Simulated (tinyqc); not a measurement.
The diagram with and without ligand: potential-pH (Pourbaix) lines of a metal, its cation, its oxide and an oxyanion, with a complexing ligand. Computed by tinyqc, a small Python program. Command: `OMP_NUM_THREADS=1 python tinyqc.py 3006874 3006875 out.jsonl pourb walk`. One thread of a shared host (Intel(R) Xeon(R) Processor @ 2.30GHz), about 0.02 s of CPU time with the checks.

Potentials are against the standard hydrogen electrode; solids and water have unit activity; dG_f of M, H+ and the electron is zero; F = e N_A and s = R T ln(10)/F. The cation carries z = 3.

Inputs (values chosen for the exercise, modelled on gallium):

| quantity | value | unit |
|---|---|---|
| dG_f of the cation | -161.3 | kJ/mol |
| dG_f of the oxide | -996.82 | kJ/mol |
| dG_f of the oxyanion | -532.85 | kJ/mol |
| dG_f of water | -237.14 | kJ/mol |
| temperature T | 298.15 | K |
| log10 of the dissolved activity a | -3 | - |
| log10 of the stability constant beta of ML | 6.6 | - |
| pKa of HL | 5.6 | - |
| total ligand c_L | 0.067 | mol/L |

Species: M, M3+, M2O3, MO2(-).

Constants: R = 8.314462618 J/(mol K); e = 1.602176634e-19 C; N_A = 6.02214076e+23 1/mol.

Method. M3+ + 3e = M; (1/2) M2O3 + 3H+ + 3e = M + (3/2) H2O; MO2(-) + 4H+ + 3e = M + 2H2O. For each, E0 = -dG/(z F), and E = E0 + (s/z) log10 a - (s n_H/z) pH, with no activity term for the oxide. The free ligand is c_L/(1 + 10^(pKa - pH)) (ligand in excess); dissolved metal is a in all, so the free cation is a/alpha, alpha = 1 + beta [L]; the cation line drops by (s/z) log10 alpha.

E0 (V): cation -0.557252, oxide -0.492994, oxyanion -0.202345

s = 0.0591593 V

Lines against the metal (V); the species with the lowest line is stable above it:

| pH | cation | oxide | oxyanion | stable above | cation with ligand | stable above, ligand |
|---|---|---|---|---|---|---|
| 0 | -0.61641 | -0.4930 | -0.2615 | cation | -0.62080 | dissolved |
| 2 | -0.61641 | -0.6113 | -0.4193 | cation | -0.65255 | dissolved |
| 4 | -0.61641 | -0.7296 | -0.5770 | oxide | -0.69165 | oxide |
| 5 | -0.61641 | -0.7888 | -0.6559 | oxide | -0.70966 | oxide |
| 6 | -0.61641 | -0.8479 | -0.7348 | oxide | -0.72054 | oxide |
| 7 | -0.61641 | -0.9071 | -0.8137 | oxide | -0.72308 | oxide |
| 8 | -0.61641 | -0.9663 | -0.8925 | oxide | -0.72338 | oxide |
| 9 | -0.61641 | -1.0254 | -0.9714 | oxide | -0.72341 | oxide |
| 10 | -0.61641 | -1.0846 | -1.0503 | oxide | -0.72341 | oxide |
| 12 | -0.61641 | -1.2029 | -1.2081 | oxyanion | -0.72341 | oxyanion |
| 14 | -0.61641 | -1.3212 | -1.3658 | oxyanion | -0.72341 | oxyanion |

What follows from these numbers?

Without ligand the oxide holds 7 of the eleven rows (pH 4 to 10), with it 7 (pH 4, 5, 6, 7, 8, 9, 10). The ligand acts once beta [L] exceeds 1, from pH = pKa - log10(beta c_L) = 0.2 on; its line then falls by at most s/z per pH unit and flattens beyond pKa, 0.107 V below the free cation at most. The oxide line falls faster, by s per pH unit.

Extremes, crossings and ranges named in words are read from the listed rows.
